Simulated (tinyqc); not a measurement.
Magnetoresistance against angle.

Conductance G = G0 (1 + P1 P2 cos(phi)) at low bias, phi the angle between the magnetisations, normalised to Rp = RA/area at phi = 0.

Values chosen for this exercise: diameter Dm = 20 nm; spin polarisation of the reference layer P1 = 0.68; spin polarisation of the free layer P2 = 0.59; resistance-area product, parallel state RA = 3.2 ohm um^2.

Magnetoresistance against angle:

| phi (degree) | R (kohm) | R/Rp - 1 (%) | share of the full TMR (%) |
|---|---|---|---|
| 0 | 10.186 | 0 | 0 |
| 20 | 10.365 | 1.7571 | 1.3113 |
| 45 | 11.118 | 9.1540 | 6.8313 |
| 70 | 12.550 | 23.213 | 17.323 |
| 90 | 14.273 | 40.120 | 29.940 |
| 110 | 16.542 | 62.405 | 46.570 |
| 135 | 19.925 | 95.614 | 71.353 |
| 160 | 22.909 | 124.91 | 93.218 |
| 180 | 23.835 | 134.00 | 100.00 |

What does the comparison show?

R rises from 10.2 to 23.8 kohm, TMR0 = 134 %. It is the conductance that follows cos(phi), so at 90 degrees R has covered only (1 - P1 P2)/2 = 29.9 % of its range.

Program tinyqc, `OMP_NUM_THREADS=1 python tinyqc.py 2450152 2450153 out.jsonl`; Intel Xeon 2.30GHz, shared host, one thread, about 0.01 s.
